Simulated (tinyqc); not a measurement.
Tight-binding t2g bands of a cubic perovskite, step by step. Values are carried at full precision from step to step, so a last printed digit may differ when a step is redone from the rounded ones.

Orbitals yz, zx, xy (X, Y, Z below) times spin. E_xy = Dt + 2t (2 - cos x - cos y) + 2 td (1 - cos z) + 4 t2 (1 - cos x cos y) with x = kx a and so on; yz and zx follow by cyclic change, without Dt. Spin-orbit term -(Dso/3) L.sigma + Dso/3 with (L_k)_ij = -i epsilon_kij in X, Y, Z: for Dt = 0 the quartet lies at 0 and the doublet at Dso.

Constants: hbar^2/2m0 = 3.80998211 eV angstrom^2.

Parameters, chosen for this exercise (of the size met in SrTiO3 and KTaO3; not measured data):
- t = 0.28 eV (strong hopping)
- td = 0.053 eV (weak hopping)
- t2 = 0.074 eV (diagonal hopping in the plane of the orbital)
- Dt = -0.113 eV (shift of xy (tetragonal field or confinement))
- k = (0.19, 0.01, 0.12) 2 pi/a (wave vector)
- Dso = 0.369 eV (spin-orbit splitting at Gamma)
- a = 3.872 angstrom (lattice constant)

## Orbital energies

Evaluate the three bands without spin-orbit coupling.

energies (eV): yz 0.3005, zx 0.7224, xy 0.4579

## The Hamiltonian

Add the spin-orbit term; + and - are the spin along z.

H(k) (eV), lower triangle (Hermitian):
```
          yz+       zx+      xy+      yz-     zx-     xy-
yz+    0.4235
zx+  -0.1230i    0.8454
xy+         0         0   0.5809
yz-         0         0   0.1230   0.4235
zx-         0         0  0.1230i  0.1230i  0.8454
xy-   -0.1230  -0.1230i        0        0       0  0.5809
```

## Levels and orbital weights

Diagonalise; the levels are twofold; weights summed over spin and averaged over the pair.

levels (eV): 0.3503  0.5558  0.9438

weights:
```
    pair 1  pair 2  pair 3
yz   0.812   0.099   0.089
zx   0.015   0.231   0.754
xy   0.173   0.670   0.157
```

The lowest pair is 81 % yz.

## Light and heavy masses without spin-orbit coupling

Along an axis in the plane of the orbital m/m0 = c/((t + 2 t2) a^2), and normal to it c/(td a^2); c = hbar^2/2m0.

masses (m0): light 0.594, heavy 4.795

ratio heavy/light = 8.08

## Levels at Gamma

At k = 0 the j_z = 3/2 pair stays at 0, and the other two pairs are E = (Dso + Dt)/2 -/+ sqrt((Dso + Dt)^2/4 - 2 Dso Dt/3).

levels at Gamma (eV): -0.0822  0.0000  0.3382

## Checks

- Levels at Gamma from the formula against the matrix: they agree to 1e-10 or better.

Computed by tinyqc, a small Python program: `OMP_NUM_THREADS=1 python tinyqc.py 1481386 1481387 out.jsonl` (the numbers bound the seed that draws the inputs); one thread of a shared host (Intel(R) Xeon(R) Processor @ 2.30GHz), about 0.01 s for the whole set of steps.
